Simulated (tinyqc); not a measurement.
Inside a calculation. Model: hydrogen passivation and dissociation of interface defects with a spread of activation energies. Computed by tinyqc, a small Python program that keeps every step. Command: `OMP_NUM_THREADS=1 python tinyqc.py 3023891 3023892 out.jsonl passivation walk`. One thread of a shared host (Intel(R) Xeon(R) Processor @ 2.30GHz), about 0.01 s of CPU time with the checks. Intermediate numbers are printed to about 6 digits and carried at full precision; extremes and crossings named in words are read from the listed rows.

Active defects P react as P + H2 -> HP + H and HP -> P + H; released atomic hydrogen is removed. All defects start active. Activation energies are normally distributed, independently for the two reactions.

Inputs (values chosen for the exercise, for a model interface): defect density N_0 = 2.8e+12 cm^-2; mean passivation energy E_f = 1.63 eV; spread s_f = 0.091 eV; prefactor k_f0 = 2.6e-08 cm^3/s; mean dissociation energy E_d = 2.78 eV; spread s_d = 0.1 eV; prefactor k_d0 = 2.3e+13 1/s; dissolved hydrogen [H2] = 2.1e+18 cm^-3; anneal temperature T = 760 K; anneal time t = 30 s.

Ambient: hydrogen.

Constants: k_B = 8.617333262e-05 eV/K.

## Sites at the mean energies

a = k_f0 [H2] exp(-E_f/k_B T), b = k_d0 exp(-E_d/k_B T); the active share of one kind of site is b/(a + b) + (a/(a + b)) exp(-(a + b) t).

passivation rate a = 0.847607 1/s

dissociation rate b = 8.44792e-06 1/s

active share, single energy = 9.96669e-06

steady active share, single energy = 9.96668e-06

## A five-point average

Gauss-Hermite nodes for a unit normal variable, z = 0, +/-1.355626, +/-2.856970 with weights 0.533333, 0.222076, 0.011257; E_f + s_f z is varied at the mean E_d.

Nodes:
```
z            weight  energy (eV)   rate (1/s)  active share
-2.856970  0.011257      1.37002  4.48978e+01   1.88159e-07
-1.355626  0.222076      1.50664  5.57498e+00   1.51532e-06
0.000000   0.533333      1.63000  8.47607e-01   9.96669e-06
1.355626   0.222076      1.75336  1.28868e-01   2.09998e-02
2.856970   0.011257      1.88998  1.60016e-02   6.18797e-01
```

active share, five points = 0.0116350

Caution: the spread exceeds 1.3 k_B T, so the integrand is step-like and five points are a rough average.

## Average over the spread

Full average: z from -5 to 5 in steps of 0.125 with normalised weights exp(-z^2/2), energy = mean + spread x z, over both energies.

active share = 0.0144836

active defects = 4.05542e+10 cm^-2

The spread changes the active share from 9.97e-6 to 0.0145: sites that passivate slowly or dissociate easily weigh most in the average.

## Isochronal anneals

The formulas are those given above.

Same time, other temperatures:
```
T (K)      a (1/s)      b (1/s)  active share, single energy  active share, spread
450    3.03386e-08  1.68693e-18                  9.99999e-01           9.99986e-01
525    1.22993e-05  4.73045e-14                  9.99631e-01           9.97347e-01
600    1.11121e-03  1.02507e-10                  9.67213e-01           9.01940e-01
675    3.69030e-02  4.03003e-08                  3.30520e-01           3.79492e-01
750    6.08240e-01  4.79678e-06                  7.89817e-06           2.48937e-02
825    6.02300e+00  2.39443e-04                  3.97532e-05           3.72162e-04
900    4.07000e+01  6.22892e-03                  1.53021e-04           6.90635e-04
975    2.04983e+02  9.81519e-02                  4.78601e-04           1.71317e-03
1050   8.19477e+02  1.04307e+00                  1.27123e-03           3.76985e-03
1125   2.72342e+03  8.08865e+00                  2.96124e-03           7.50565e-03
```

The active share is lowest, 3.72e-4, at 825 K of those listed: below, passivation is too slow for this time, and above, dissociation competes. A single energy would promise 7.90e-6 (at 750 K), so among these rows the spread raises the floor by a factor 47.

## Isothermal kinetics

Times are decades about 1/(a + b) of the mean site. The last column is the part of the change still to come; rows stop once it is below 1e-5.

Against time:
```
t (s)  active share, single energy  active share, spread  unreacted part
0.001                  9.99153e-01           9.97791e-01     9.97791e-01
0.01                   9.91560e-01           9.79124e-01     9.79122e-01
0.1                    9.18732e-01           8.47740e-01     8.47727e-01
1                      4.28441e-01           4.30167e-01     4.30119e-01
10                     2.18342e-04           6.49451e-02     6.48670e-02
100                    9.96668e-06           1.72970e-03     1.64633e-03
```

A single energy finishes within about two decades of time. With the spread the unreacted part is 0.98 at 0.01 s and still 0.065 at 10 s, where one energy leaves 2.1e-4: a width of s/k_B T = 1.39 in ln(rate) stretches the decay markedly.

Checks made by the program: the average on a grid twice as fine (relative difference 3e-06).
